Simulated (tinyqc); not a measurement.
## MOSFET in the linear regime without short-channel effects, parameter extraction from computed curves: extraction methods against the source plus drain resistance

Inversion charge Q = Cox n Vt W0(exp((Vg - VT)/(n Vt))), W0 the Lambert function and n = nf; u = Q/Cox; mobility mu = mu0/(1 + th1 u + th2 u^2); channel resistance Rch = (L - dL)/(W mu Q); Id = Vd/(Rch + Rsd/W). Cox = eps0 eox/tox. Small Vd, no channel-length or drain effects.

From the continuous curve Id(Vg): tangent at peak gm (V_ext = Vg - Id/gm); constant current Id = 0.1 uA W/L; peak of d2Id/dVg2; Y = Id/sqrt(gm) drawn through Vg = VT + 0.6 and VT + 0.8 V, with intercept VT_Y and slope s. Mobilities gm,max L/(W Cox Vd) and s^2 L/(W Cox Vd) with the drawn L. Last column: share of Rsd/W in the total resistance at VT + 0.8 V.

Values chosen for this exercise; channel values of the order met in silicon transistors:
```
symbol,value,unit,meaning
T,300,K,temperature
eox,3.9,,relative permittivity of the gate insulator (close to silicon dioxide)
tox,1.3,nm,insulator thickness
mu0,84,cm^2/(V s),low-field mobility
th1,0.19,1/V,first mobility attenuation factor
th2,0.05,1/V^2,second mobility attenuation factor
VT,0.48,V,threshold voltage
nf,1.18,,body factor
W,1,um,gate width
L,0.11,um,drawn gate length
dL,0.003,um,drawn less effective length
Vd,0.01,V,drain voltage
```

Constants: q = 1.602176634e-19 C, kB = 1.380649e-23 J/K, Vt = kB T/q, eps0 = 8.8541878128e-14 F/cm where lengths are in cm. Results are converted to the units shown.

Extraction methods against the source plus drain resistance:

| Rsd (ohm um) | V_ext (V) | constant current (V) | second derivative (V) | VT_Y (V) | mobility from gm (cm^2/(V s)) | mobility from Y (cm^2/(V s)) | series share (%) |
|---|---|---|---|---|---|---|---|
| 0 | 0.499 | 0.535 | 0.473 | 0.537 | 69.5 | 82.9 | 0 |
| 50 | 0.492 | 0.535 | 0.472 | 0.537 | 66.5 | 82.9 | 5.96 |
| 100 | 0.488 | 0.536 | 0.471 | 0.537 | 64.0 | 82.9 | 11.2 |
| 200 | 0.481 | 0.536 | 0.470 | 0.537 | 60.1 | 82.9 | 20.2 |
| 400 | 0.473 | 0.538 | 0.469 | 0.537 | 54.5 | 82.9 | 33.6 |
| 800 | 0.462 | 0.541 | 0.465 | 0.537 | 47.4 | 82.9 | 50.3 |
| 1500 | 0.452 | 0.547 | 0.460 | 0.537 | 39.8 | 82.9 | 65.5 |

Read the table: what changes, and by how much?

The model has VT = 0.48 V and mu0 = 84 cm^2/(V s). Over the table the extracted thresholds move by 46 mV (tangent), 12 mV (constant current), 13 mV (second derivative), under 0.5 mV (Y function). The mobility from gm falls from 69.5 to 39.8 and that from Y stays near 82.9 cm^2/(V s). Y cancels the series resistance, which multiplies Id and sqrt(gm) by the same factor.

Program tinyqc, `OMP_NUM_THREADS=1 python tinyqc.py 2210038 2210039 out.jsonl`; Intel Xeon 2.30GHz, shared host, one thread, about 0.01 s.
